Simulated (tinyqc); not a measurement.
Changing the transverse spring k1T: Born-von Karman spring model of a cubic crystal with one atom per cell. Computed by tinyqc, a small Python program. Command: `OMP_NUM_THREADS=1 python tinyqc.py 3029095 3029096 out.jsonl springs sweep`. One thread of a shared host (Intel(R) Xeon(R) Processor @ 2.30GHz), about 0.1 s of CPU time with the checks.

First neighbours lie at a (1,0,0) (6 of them), second at a (1,1,0) (12), with all permutations and signs; the volume per atom is Omega = a^3.

Inputs (values chosen for the exercise, for a model crystal): lattice constant a = 2.97 angstrom; atomic mass M = 24.9 u; radial spring k1L = 1.79 eV/angstrom^2; radial spring k2L = 0.31 eV/angstrom^2; transverse spring k2T = 0 eV/angstrom^2.

Lattice: sc.

Constants: 1 eV/angstrom^3 = 160.2176634 GPa; nu for 1 eV/(angstrom^2 u) = 15.6333042 THz.

Method:
- [ij,kl] = (1/(2 Omega)) sum_R K_ij R_k R_l; C11 = [xx,xx], C44 = [xx,yy], C12 = 2 [xy,xy] - C44; B = (C11 + 2 C12)/3; Zener ratio A = 2 C44/(C11 - C12). K(R) = kL n n^T + kT (1 - n n^T).
- A neighbour at R with unit vector n couples by the matrix K(R) = kL n n^T + kT (1 - n n^T), and D(q) = (1/M) sum_R K(R) [1 - cos(q.R)].
- An eigenvalue lambda of D in eV/(angstrom^2 u) gives nu = 15.6333042 THz x sqrt(lambda).
- Take the highest frequency at X = (0.5, 0, 0) (2 pi/a).

One run for each value; columns: (1) transverse spring k1T (eV/angstrom^2); (2) C12 (GPa); (3) C44 (GPa); (4) bulk modulus B (GPa); (5) Zener ratio A; (6) highest frequency at X (THz):
```
(1)        (2)     (3)     (4)      (5)     (6)
-0.210  28.052   5.395  62.037  0.10582  9.7272
-0.140  24.275   9.171  59.520  0.17347  9.7272
-0.072  20.607  12.839  57.074  0.23471  9.7272
0.000   16.723  16.723  54.485  0.29524  9.7272
0.072   12.839  20.607  51.895  0.35175  9.7272
0.140    9.171  24.275  49.450  0.40179  9.7272
0.210    5.395  28.052  46.932  0.45022  9.7272
0.290    1.079  32.367  44.055  0.50209  9.7272
0.360   -2.697  36.143  41.538  0.54472  9.7272
```

What does the table show, and why?

Over the rows, C12 (GPa) falls from 28.1 to -2.70; C44 (GPa) rises from 5.39 to 36.1; bulk modulus B (GPa) falls from 62.0 to 41.5. The Cauchy pressure C12 - C44 falls linearly, from 22.7 to -38.8 GPa.

Extremes, crossings and ranges named in words are read from the listed rows.
